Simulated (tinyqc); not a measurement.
Plain band against climbing image: nudged elastic band on a two-dimensional model surface. Computed by tinyqc, a small Python program. Command: `OMP_NUM_THREADS=1 python tinyqc.py 3029957 3029958 out.jsonl neb walk`. One thread of a shared host (Intel(R) Xeon(R) Processor @ 2.30GHz), about 0.2 s of CPU time with the checks.

V(x, y) = h u^2 + t x + (kappa/2)(y + c u)^2 with u = x^2/w^2 - 1; the path runs from the minimum near (-w, 0) to that near (w, 0).

Inputs (values chosen for the exercise, for a model surface):

| quantity | value | unit |
|---|---|---|
| height h | 1.3 | eV |
| half width w | 1.2 | angstrom |
| transverse stiffness kappa | 5.5 | eV/angstrom^2 |
| curvature c | 0.87 | angstrom |
| tilt t | 0.0098 | eV/angstrom |
| spring constant k_s | 5.4 | eV/angstrom^2 |
| step factor eta | 0.026 | angstrom^2/eV |

Surface: curved double well. Climbing image: on.

Method:
- Newton steps x(new) = x - H^-1 grad V (moves limited to 0.3 angstrom) from (-w, 0), (w, 0) and (0, c) give the two minima and the saddle.
- Tangent at image i: towards the higher neighbour if the energies rise or fall through i; at a maximum or minimum, tau = t+ dmax + t- dmin if V(i+1) > V(i-1), else t+ dmin + t- dmax, with t+ = R(i+1) - R(i), t- = R(i) - R(i-1) and dmax, dmin the larger and smaller of |V(i+1) - V(i)| and |V(i-1) - V(i)|; then normalise. Force F = -grad V + (grad V.tau) tau + k_s (|t+| - |t-|) tau.
- With a climbing image, the highest image feels instead F = -grad V + 2 (grad V.tau) tau and no spring.
- Update R(new) = R + eta F; the end points stay fixed.
- Images are counted without the end points, and convergence is judged on the largest force on an image. Each run starts on the straight line with the same k_s and eta, for at most 1500 iterations; errors are against the Newton saddle; a dash marks a run that did not reach 1e-4 eV/angstrom.

positions (angstrom):
```
               x         y
start   -1.20135  -0.00197
end      1.19864   0.00197
saddle   0.00271   0.87000
```

energies (eV): start -0.01177, end 0.01175, saddle 1.30001

barrier from the start = 1.31178 eV

Error of the highest image (meV) and iterations:

| images | plain, error | plain, iterations | climbing, error | climbing, iterations |
|---|---|---|---|---|
| 2 | -407.026 | 56 | 0 | 92 |
| 3 | -0.053 | 71 | 0 | 71 |
| 4 | -163.028 | 67 | 0 | 96 |
| 5 | -0.052 | 78 | 0 | 72 |
| 6 | -85.235 | 71 | 0 | 112 |
| 8 | -51.736 | 101 | 0 | 150 |
| 10 | -34.484 | 134 | 0 | 198 |

What follows from these numbers?

The plain band underestimates the barrier by 0.05 to 407.03 meV, depending on how near an image falls to the saddle (worst for 2 images, best for 5). The climbing image is within about 0.001 meV in every converged run, so few images suffice for the barrier.

Extremes, crossings and ranges named in words are read from the listed rows.
